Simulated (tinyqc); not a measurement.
Coherent transport through a tight-binding region between two chains, step by step. One step of it, computed by the program tinyqc.

Problem. Transmission at E = -0.83 eV. Surface Green function g = (E - i sqrt(4 t^2 - E^2)) / (2 t^2); self-energy tc^2 g on each contact site; G = (E - H - Sigma)^(-1); Gamma = -2 Im Sigma; T = Gamma_L Gamma_R |G_LR|^2; local density of states -Im G_ii / pi.

H of the central region (eV):
```
           1          2          3          4          5
1   0.000000  -2.210000   0.000000   0.000000   0.000000
2  -2.210000   1.260000  -0.660000   0.000000   0.000000
3   0.000000  -0.660000   1.260000  -0.650000   0.000000
4   0.000000   0.000000  -0.650000   1.260000  -2.210000
5   0.000000   0.000000   0.000000  -2.210000   0.000000
```

Leads: semi-infinite chains with site energy 0:
```
parameter                           value
lead hopping t (eV)              2.870000
coupling to the left lead (eV)   0.220000
coupling to the right lead (eV)  0.260000
left contact site                       1
right contact site                      5
```

E = -0.830000 eV

Give: g; G; local density of states; transmission.

Solution.

g = -0.050-0.345i 1/eV

G (1/eV):
```
               1              2              3              4
1   0.570-0.006i   0.666-0.006i   0.200-0.001i  -0.034+0.002i
2   0.666-0.006i   0.249-0.007i   0.075-0.002i  -0.013+0.001i
3   0.200-0.001i   0.075-0.002i  -0.432-0.002i   0.073-0.003i
4  -0.034+0.002i  -0.013+0.001i   0.073-0.003i   0.249-0.010i
5  -0.091+0.002i  -0.034+0.001i   0.197-0.002i   0.667-0.009i

               5
1  -0.091+0.002i
2  -0.034+0.001i
3   0.197-0.002i
4   0.667-0.009i
5   0.573-0.008i
```

local density of states (1/eV): 0.002  0.002  0.000  0.003  0.002

transmission = 1.29e-05
